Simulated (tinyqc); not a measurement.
Schemes compared: quasiparticle equation with a plasmon-pole self-energy for two band edges.

For each edge E = e + X + Sc(E), with the correlation part Sc(E) = A[0]/(E - a + w) + A[1]/(E - b - w); a and b are the valence and conduction energies that enter the Green function (a = ev, b = ec in the one-shot scheme). Z = 1/(1 - dSc/dE), dSc/dE = -A[0]/(E - a + w)^2 - A[1]/(E - b - w)^2.

Inputs chosen for the exercise (scales of the order of those of GaN; shifted at random, so the results belong to these values and not to a real crystal): ev = 0 eV (mean-field valence top); ec = 1.93 eV (mean-field conduction edge); w = 17 eV (pole energy); Av = (31.1, 11.8) eV^2 (weights of the valence state on the hole and electron poles); Ac = (12.7, 29.6) eV^2 (the same for the conduction state); Xv = -1.84 eV (exchange minus the mean-field potential, valence); Xc = 2.11 eV (the same, conduction).

Z = 1; linearised; exact one-shot; energies updated in G (a, b); updated in G and W, where w grows by half of the opening of the gap (a rule chosen for the exercise).

Cases:

| scheme |
|---|
| mean field |
| Z = 1 |
| linearised |
| one-shot, exact |
| update G |
| update G and W |

Rank the cases by gap, lowest first.

Answer: mean field, one-shot, exact, linearised, update G, Z = 1, update G and W.

Results (eV):

| scheme | Ev | Ec | gap | opening |
|---|---|---|---|---|
| mean field | 0.000 | 1.930 | 1.930 | 0.000 |
| Z = 1 | -0.634 | 2.970 | 3.604 | 1.674 |
| linearised | -0.556 | 2.844 | 3.400 | 1.470 |
| one-shot, exact | -0.555 | 2.840 | 3.395 | 1.465 |
| update G | -0.586 | 2.918 | 3.504 | 1.574 |
| update G and W | -0.647 | 2.973 | 3.620 | 1.690 |

The openings run from 1.465 (one-shot, exact) to 1.690 eV (update G and W). Linearising moves the gap by 5 meV, updating G +109 meV and updating W a further +116 meV: once Z is kept, the level of self-consistency matters more than linearising.

Computed by tinyqc, a small Python program: `OMP_NUM_THREADS=1 python tinyqc.py 1850294 1850295 out.jsonl` (the numbers bound the seed that draws the inputs); one thread of a shared host (Intel(R) Xeon(R) Processor @ 2.30GHz), about 0.01 s for the whole set of steps.
